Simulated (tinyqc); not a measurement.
Fully depleted semiconductor-on-insulator film with two gates, non-linear Poisson equation by Newton steps: two steps of the calculation.

One dimension across the film, front interface at x = 0, back interface at x = ts. psi is counted from the intrinsic level, n = ni exp(psi/Vt) (source grounded), holes neglected, acceptors ionised. Gates act through Cox = eps0 eox/tox and Cbox = 3.9 eps0/tb with potentials G1 = Vg - (phiM - chi - Vt ln(Nc/ni)) and G2 = Vb - (phiB - chi - Vt ln(Nc/ni)). Classical Boltzmann densities, no interface charge, no depletion in the back plane.

Inputs (values chosen for the exercise); band and dielectric values close to those of In0.53Ga0.47As: temperature T = 350 K; insulator thickness tox = 3.6 nm; film thickness ts = 10 nm; buried-oxide thickness (eps_r 3.9) tb = 140 nm.

Constants: q = 1.602176634e-19 C, kB = 1.380649e-23 J/K, Vt = kB T/q. Results are converted to the units shown.

Problem 1. Newton step. Solve a d_(i-1) + b_i d_i + a d_(i+1) = -F_i for all nodes. Each component d is damped to sign(d) Vt ln(1 + |d|/Vt) before it is added.

a = 12.307321 uF/cm^2

```
node	diagonal b (F/cm^2)	residual F (C/cm^2)	psi at the start (V)
0	-1.8359467e-5	5.5088349e-7	0.2
1	-2.4618211e-5	-1.2367560e-10	0.2
2	-2.4618211e-5	-1.2367560e-10	0.2
3	-2.4618211e-5	-1.2367560e-10	0.2
4	-2.4618211e-5	-1.2367560e-10	0.2
5	-2.4618211e-5	-1.2367560e-10	0.2
6	-2.4618211e-5	-1.2367560e-10	0.2
7	-2.4618211e-5	-1.2367560e-10	0.2
8	-2.4618211e-5	-1.2367560e-10	0.2
9	-2.4618211e-5	-1.2367560e-10	0.2
10	-1.2333771e-5	-9.6551377e-9	0.2
```

Wanted: Newton step d, before damping; psi after iteration 1.

Solution 1.

```
node	Newton step d, before damping (V)	psi after iteration 1 (V)
0	0.08847	0.2413
1	0.08721	0.2410
2	0.08599	0.2407
3	0.08480	0.2404
4	0.08365	0.2401
5	0.08253	0.2398
6	0.08145	0.2395
7	0.08040	0.2392
8	0.07938	0.2389
9	0.07840	0.2386
10	0.07745	0.2384
```

Problem 2. Electron sheet density, centroid and oxide fields. n_i = ni exp(psi_i/Vt); N_inv = sum w_i n_i with w = ts/10, halved at the ends; centroid sum w n x/N_inv; fields (G1 - psi_0)/tox and (G2 - psi_10)/tb.

converged psi, node 0 to 10 (V): 0.28673683  0.28468982  0.28278910  0.28102583  0.27939226  0.27788162  0.27648799  0.27520613  0.27403144  0.27295988  0.27198790
ni = 8.8602473e12 cm^-3
G1 = 0.29105990 V
G2 = -0.18894010 V

Wanted: n; N_inv; centroid; field in the front oxide; field in the buried oxide.

Solution 2.

n, node 0 to 10 (cm^-3): 1.1920e17  1.1138e17  1.0458e17  9.8637e16  9.3437e16  8.8872e16  8.4859e16  8.1328e16  7.8221e16  7.5491e16  7.3097e16
N_inv = 9.1295e10 cm^-2
centroid = 4.5826 nm
field in the front oxide = 0.012009 MV/cm
field in the buried oxide = -0.032923 MV/cm

The centroid lies at 0.46 of the film, so the electrons spread through the volume.

Program tinyqc, `OMP_NUM_THREADS=1 python tinyqc.py 2190071 2190072 out.jsonl`; Intel Xeon 2.30GHz, shared host, one thread, about 0.4 s.
